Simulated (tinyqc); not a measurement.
The 3-omega method: a line heater on a substrate with a thin film: one step, computed by the program tinyqc.

A current at angular frequency omega = 2 pi f heats the line at 2 omega with the amplitude P per length; the temperature swing Delta T at 2 omega gives a voltage at 3 omega. The substrate is taken as semi-infinite and isotropic, and the heat capacity of heater and film is left out.

Question. The film adds a constant step. One-dimensional flow across the film: Delta T_f = P (t/kappa_f + R_i)/(2 b); total in-phase swing Delta T = Delta T_s + Delta T_f; third-harmonic amplitude V_3 = V_1 beta |Delta T|/2 with the out-of-phase part included; the apparent film conductivity is t/(t/kappa_f + R_i).

Inputs (values chosen for the exercise, modelled on alumina on germanium):
```
quantity                                    value        unit
heater half-width b                           4.1  micrometre
power amplitude per length P                  6.4         W/m
film thickness t                              120          nm
film conductivity kappa_f                     1.8     W/(m K)
interface resistance R_i                       12    m^2 K/GW
temperature coefficient of resistance beta    1.8      1e-3/K
voltage amplitude V_1                         1.2           V
```

in-phase Delta T_s = 0.1019889 K

out-of-phase Delta T_s = -0.02664584 K

Give: Delta T_f; total in-phase swing; V_3; apparent film conductivity; film share of the in-phase swing.

Answer.

Delta T_f = 0.06140 K

total in-phase swing = 0.1634 K

V_3 = 0.1788 mV

apparent film conductivity = 1.525 W/(m K)

film share of the in-phase swing = 0.3758

The interface lowers the apparent conductivity by 15 %. The film gives a large part of the signal.
